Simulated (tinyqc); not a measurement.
Worked calculation: six-band k.p model of the valence band of a wurtzite crystal. Values are carried at full precision from step to step, so a last printed digit may differ when a step is redone from the rounded ones.

At k = 0: E1 = D1c + D2c + Te + Le (pure HH); E2, E3 = Le + u +/- sqrt(u^2 + 2 D3c^2), u = (D1c - D2c + Te)/2, D1c = Dcr, D2c = D3c = Dso/3. The weight of LH in state 2 is fL = (E2 - Le)^2/((E2 - Le)^2 + 2 D3c^2). Relative strengths of transitions to the conduction band: for E perpendicular to c (TE) 1/2, fL/2, (1 - fL)/2; for E along c (TM) 0, 1 - fL, fL, with one momentum element for both directions.

Constants: hc = 1239.841984 eV nm; hbar^2/2m0 = 3.80998211 eV angstrom^2.

Parameters, chosen for this exercise (of the order of those of hexagonal CdS; shifted at random, so the results belong to these values and not to a real crystal):
- Dcr = 0.0263 eV (crystal-field splitting)
- Dso = 0.0669 eV (spin-orbit splitting)
- e_par = 0.0196 (exx = eyy of a c-plane layer)
- D1 = -0.96 eV
- D2 = 1.02 eV
- D3 = 1.3 eV
- D4 = -2.97 eV
- C13 = 51 GPa
- C33 = 90 GPa
- Eg = 2.581 eV (direct gap at Gamma from the top of the unstrained valence band)
- a1 = -2.73 eV (gap potential along c)
- a2 = -4.53 eV (gap potential in the plane)
- A1 = -4.68
- A2 = -0.39
- A3 = 4.19
- A4 = -1.93
- A5 = -1.89
- A6 = -2.52
- kt = 0.042 1/angstrom (in-plane wave vector)
- kz = 0 1/angstrom (wave vector along c)
- kmax = 0.08 1/angstrom (end of the path)

## Edges without strain

Set Le = Te = 0.

E1, E2, E3 without strain (eV): 0.0486  0.0336  -0.0296

fL = 0.5316

edges from the top (eV): 0.0000  -0.0150  -0.0782

The top is state 1 (HH), TE light alone.

## Strain terms

Strain of a c-plane layer: exx = eyy = e_par, ezz = -2 (C13/C33) e_par; Le = D1 ezz + D2 (exx + eyy), Te = D3 ezz + D4 (exx + eyy).

Form ezz, Le and Te.

ezz = -0.022213
Le (strain shift of all three valence states) = 0.06131 eV
Te (further shift of HH and LH) = -0.14530 eV

## Edges and polarisation under strain

Use Le and Te.

E1, E2, E3 under strain (eV): -0.0354  0.0680  -0.0867

fL = 0.0434

Relative strengths:
```
state,TE,TM
1,0.500,0.000
2,0.022,0.957
3,0.478,0.043
```

The top is state 2, 96 % CH, which favours TM light; the next state lies 103.4 meV lower.

## Transition energies

Conduction edge: Ec = (top of the unstrained valence band) + Eg + (a1 + D1) ezz + (a2 + D2)(exx + eyy).

Ec minus each strained valence edge (state 1 is HH, states 2 and 3 are mixtures of LH and CH); wavelength hc/E of the lowest.

Ec = 2.5740 eV

transitions to states 1, 2, 3 (eV): 2.6094  2.5059  2.6607

wavelength = 494.8 nm

Strain moves the lowest transition by -75 meV. The deformation potentials of this set are rough, and this small net shift can differ from measurement even in sign.

## The block at one k

Block form of the six-band Hamiltonian (electron energies, z along c, kt the in-plane wave vector, c0 = hbar^2/2m0): H = [[F, K, -iW], [K, G, D - iW], [iW, D + iW, L]] in the basis HH, LH, CH; the other block is its conjugate and has the same levels. F = D1c + D2c + L + T, G = D1c - D2c + L + T, D = sqrt(2) D3c, with D1c = Dcr, D2c = D3c = Dso/3; L = c0 (A1 kz^2 + A2 kt^2) + Le, T = c0 (A3 kz^2 + A4 kt^2) + Te, K = c0 A5 kt^2, W = c0 A6 kt kz. The zero of energy is the CH state without spin-orbit coupling and strain; the term linear in k is left out.

Fill in the matrix.

H(k) (eV), lower triangle:
```
,HH,LH,CH
HH,-0.0510
LH,-0.0127,-0.0956
CH,0,0.0315,0.0587
```

## Levels and weights

H is one of the two 3 x 3 blocks into which the six-band matrix falls, in the basis HH, LH, CH of the unmixed zone-centre states. Diagonalise it.

levels from the top (eV): 0.0649  -0.0481  -0.1047

weights:
```
,top,second,third
HH,0.000,0.948,0.051
LH,0.038,0.048,0.915
CH,0.962,0.004,0.034
```

## Bands in the plane and along c

Six points from 0 to kmax each way.

Levels (eV):
```
|k| (1/angstrom),"top, in plane",second,third,"top, along c","second, along c","third, along c"
0.000,0.0680,-0.0354,-0.0867,0.0680,-0.0354,-0.0867
0.016,0.0676,-0.0376,-0.0890,0.0636,-0.0359,-0.0874
0.032,0.0662,-0.0435,-0.0965,0.0506,-0.0373,-0.0894
0.048,0.0640,-0.0510,-0.1112,0.0290,-0.0397,-0.0931
0.064,0.0610,-0.0585,-0.1351,-0.0003,-0.0430,-0.0990
0.080,0.0573,-0.0653,-0.1687,-0.0353,-0.0473,-0.1095
```

Along c the HH state has the mass -1/(A1 + A3) = 2.04 and the CH state -1/A1 = 0.214; in the plane, far from the edge, the masses tend to -1/(A2 + A4 - A5) = 2.33, -1/(A2 + A4 + A5) = 0.238 and -1/A2 = 2.56.

## Checks

- Closed-form edges against the diagonalisation at k = 0: they agree to 1e-10 or better.

Computed by tinyqc, a small Python program: `OMP_NUM_THREADS=1 python tinyqc.py 1050430 1050431 out.jsonl` (the numbers bound the seed that draws the inputs); one thread of a shared host (Intel(R) Xeon(R) Processor @ 2.30GHz), about 0.01 s for the whole set of steps.
